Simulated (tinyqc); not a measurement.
Character of the line: straight dislocations in isotropic elasticity: fields, energies, partials, Peierls stress and walls. Computed by tinyqc, a small Python program. Command: `OMP_NUM_THREADS=1 python tinyqc.py 3029004 3029005 out.jsonl disloc walk`. One thread of a shared host (Intel(R) Xeon(R) Processor @ 2.30GHz), about 0.01 s of CPU time with the checks.

The line runs along z, the glide plane is y = 0, and beta is the angle between b and the line (0 screw, 90 degrees edge): b_e = b sin(beta) along +x with the extra half plane at y > 0, b_s = b cos(beta). Stress is positive in tension.

Inputs (values chosen for the exercise, modelled on silicon):
```
quantity                       value      unit
shear modulus G                   67       GPa
Poisson ratio nu                0.22         -
Burgers vector b                3.84  angstrom
stacking-fault energy gamma     58.8    mJ/m^2
dislocation density rho      3.9e+13     1/m^2
core radius r0/b                 0.5         -
```

Character: 60-degree.

Constants: 1 eV/angstrom^3 = 160.2176634 GPa.

Method:
- Energy factor K = G [cos^2(beta) + sin^2(beta)/(1 - nu)].
- E = K b^2/(4 pi) ln(R/r0) with R = 1/(2 sqrt(rho)); tension T = E + d^2E/d(beta)^2 = G b^2 [1 + nu - 3 nu sin^2(beta)]/(4 pi (1 - nu)) ln(R/r0). The core energy is taken into r0.
- Shockley partials have b_p = b/sqrt(3) at the angles beta -/+ 30 degrees; their repulsion balances the fault at d = G b_p^2/(8 pi gamma) (2 - nu)/(1 - nu) [1 - 2 nu cos(2 beta)/(2 - nu)].
- E = K b^2/(4 pi) ln(R/r0); T = G b^2 [1 + nu - 3 nu sin^2(beta)]/(4 pi (1 - nu)) ln(R/r0).

ln(R/r0) = 6.03309

From screw to edge:
```
beta (degrees)  K (GPa)  E (eV/nm)  T (eV/nm)  d (nm)
0                67.000     29.604     46.304  3.8283
15               68.266     30.164     44.626  3.9967
30               71.724     31.692     40.042  4.4569
45               76.449     33.779     33.779  5.0854
60               81.173     35.867     27.517  5.7139
75               84.632     37.395     22.932  6.1740
90               85.897     37.954     21.254  6.3425
```

What does the comparison show, and why?

The edge costs 1/(1 - nu) = 1.282 times the screw in energy, yet its tension is only (1 - 2 nu)/(1 + nu) = 0.459 of the screw value, so loops under stress are elongated along b. The edge splits 1.66 times as widely, (2 + nu)/(2 - 3 nu), since there the larger, edge parts of the partials repel with the factor 1/(1 - nu) and the small screw parts attract, while in the screw the roles are exchanged.
